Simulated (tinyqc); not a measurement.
On-chip interconnect, size-dependent resistivity and RC delay: one step of the calculation.

A rectangular line between two neighbours and two ground planes. Surface and grain-boundary scattering are added to the bulk resistivity as corrections; capacitances are parallel-plate values without fringing; inductance is ignored.

Question. Node voltages after a time step. A 1 V step is applied behind Rd at t = 0. C dv/dt = -G v + b, with G the conductance matrix of the ladder (1/Rs between neighbours, 1/Rd added at node 0) and b = (1 V/Rd, 0, ...). Trapezoidal step: (C/dt + G/2) v(new) = (C/dt - G/2) v + b.

Values chosen for this exercise:

| symbol | value | unit | meaning |
|---|---|---|---|
| Rd | 8400 | ohm | driver resistance |
| dt | 41 | ps | time step |

Rs = 94.244917 ohm

```
node     C (fF)  v at t = 1 dt (V)
0     1.9494507         0.28520947
1     3.8989014         0.26852626
2     3.8989014         0.25665625
3     3.8989014         0.24938666
4     2.4694507         0.24658719
```

Wanted: v at t = 2 dt.

Answer.

v at t = 2 dt, node 0 to 4 (V): 0.44630  0.45020  0.45253  0.45378  0.45422

tinyqc, about 0.01 s, one thread, Intel Xeon 2.30GHz (shared host): `OMP_NUM_THREADS=1 python tinyqc.py 2100118 2100119 out.jsonl`
